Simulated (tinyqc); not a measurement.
From results back to parameters: tight-binding t2g bands of a cubic perovskite. Four cases, with inputs chosen for the exercise.

Problem. At Gamma the t2g levels lie at 0 and at (Dso + Dt)/2 -/+ sqrt((Dso + Dt)^2/4 - 2 Dso Dt/3), with Dso > 0 and here Dt < 0. The two levels other than 0 come from hidden values.

Case 1.

levels (eV): -0.262157  0.112157

Case 2.

levels (eV): -0.155308  0.364308

Case 3.

levels (eV): -0.219669  0.178669

Case 4.

levels (eV): -0.268983  0.024983

Find: Dso, Dt.

Solution. The sum of the two levels is Dso + Dt and their product 2 Dso Dt/3, so Dso and Dt are the roots of y^2 - S y + 3P/2 = 0; the positive one is Dso.

Case 1.

Dso, Dt (eV): 0.148  -0.298

Case 2.

Dso, Dt (eV): 0.414  -0.205

Case 3.

Dso, Dt (eV): 0.223  -0.264

Case 4.

Dso, Dt (eV): 0.036  -0.280

Computed by tinyqc, one run a case: `OMP_NUM_THREADS=1 python tinyqc.py N N+1 out.jsonl` with N = 1480041, 1480139, 1480769, 1480780; one thread of a shared Intel(R) Xeon(R) Processor @ 2.30GHz, about 0.01 s a run at most.
